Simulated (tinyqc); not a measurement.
# One level coupled to a phonon between two leads, self-consistent Born approximation: what changes with what

Wide-band leads with mu_L = +V/2 and mu_R = -V/2; phonons in equilibrium, Nq = 1/(exp(w0/kB T) - 1). Scattering links only energies that differ by w0, so a ladder E_k = E1 + k w0 closes on itself; terms that reach past its ends are dropped. Gn and Gp are the electron and hole parts of the spectral function A = Gn + Gp.

Parameters, values chosen for the exercise:
- T = 300 K (temperature of leads and phonons)
- w0 = 120 meV (phonon energy)
- ed = 55 meV (level)
- GL = 36 meV (coupling to the left lead)
- GR = 38 meV (coupling to the right lead)
- M = 44 meV (electron-phonon matrix element)
- V = 162 mV (bias)

Constants: q = 1.602176634e-19 C, kB = 1.380649e-23 J/K, h = 6.62607015e-34 J s, Vt = kB T/q. Results are converted to the units shown.

Each table varies one quantity; the others keep the values above.

## Effect of the level position

|G|^2 = 1/[(E - ed)^2 + (GL + GR + Sin + Sout)^2/4], Gn = |G|^2 (GL fL + GR fR + Sin), Gp = |G|^2 (GL (1 - fL) + GR (1 - fR) + Sout), f = 1/(1 + exp((E - mu)/kB T)). Sin(E) = M^2 [(Nq + 1) Gn(E + w0) + Nq Gn(E - w0)], Sout(E) = M^2 [(Nq + 1) Gp(E - w0) + Nq Gp(E + w0)]. Spectral currents into the level: iL = GL [fL Gp - (1 - fL) Gn], iR = GR [fR Gp - (1 - fR) Gn]. Here E - ed is replaced by E - ed - R(E), with the real part R(E) = (1/2 pi) P int [Sin + Sout](y) dy/(E - y). The total for one spin is I = (q/h) times the integral of iL over all E (all ladders, each long enough that its ends do not matter); the power given to phonons is (1/h) times the integral of E (iL + iR).

Results:
```
ed (meV)	I (uA)	I without phonons (uA)	ratio of the two	power to phonons (nW)	share of I V (%)
0	2.715	2.899	0.9366	17.79	4.045
48	2.417	2.513	0.9620	16.75	4.278
95	1.662	1.599	1.039	11.49	4.266
143	0.8753	0.7794	1.123	4.828	3.405
190	0.4254	0.3751	1.134	1.481	2.149
286	0.1344	0.1263	1.065	0.1513	0.6948
333	0.09172	0.08787	1.044	0.07002	0.4713
381	0.06687	0.06483	1.031	0.03724	0.3438
```

Estimate the missing row, ed = 238 meV.

Computed row:
```
ed (meV)	I (uA)	I without phonons (uA)	ratio of the two	power to phonons (nW)	share of I V (%)
238	0.2225	0.2025	1.099	0.4236	1.175
```

With this row back in the table: I falls from 2.71 to 0.0669 uA as the level leaves the window |E| < 81 meV; the ratio to the current without phonons goes from 0.937 through a maximum of 1.13 (at ed = 190 meV among the rows listed) to 1.03. The power to phonons falls from 17.8 to 0.0372 nW.

## Current against bias

Same model as above.

Current against bias:
```
V (mV)	I (uA)	I without phonons (uA)	ratio of the two	power to phonons (nW)	share of I V (%)
48	0.7548	0.7349	1.027	0.9178	2.533
132	1.962	1.998	0.9820	10.01	3.863
216	2.866	2.985	0.9602	29.71	4.798
300	3.422	3.552	0.9633	50.64	4.933
384	3.746	3.840	0.9756	68.19	4.740
468	3.941	3.994	0.9868	79.54	4.312
552	4.059	4.086	0.9933	85.14	3.800
636	4.134	4.148	0.9965	87.67	3.335
720	4.185	4.193	0.9981	88.78	2.946
```

I rises from 0.755 to 4.19 uA; its ratio to the current without phonons goes from 1.03 through a minimum of 0.960 (at V = 216 mV among the rows listed) to 0.998, and the share of I V given to phonons goes from 2.53 through a maximum of 4.93 (at V = 300 mV among the rows listed) to 2.95 %. Emission at zero temperature needs V above w0 = 120 mV; the rest of I V is released in the leads.

Range of the model: The self-consistent Born approximation keeps only non-crossing phonon lines and no Hartree shift; it is rough once the coupling nears the phonon energy.

Program tinyqc, `OMP_NUM_THREADS=1 python tinyqc.py 2720035 2720036 out.jsonl`; Intel Xeon 2.30GHz, shared host, one thread, about 0.08 s.
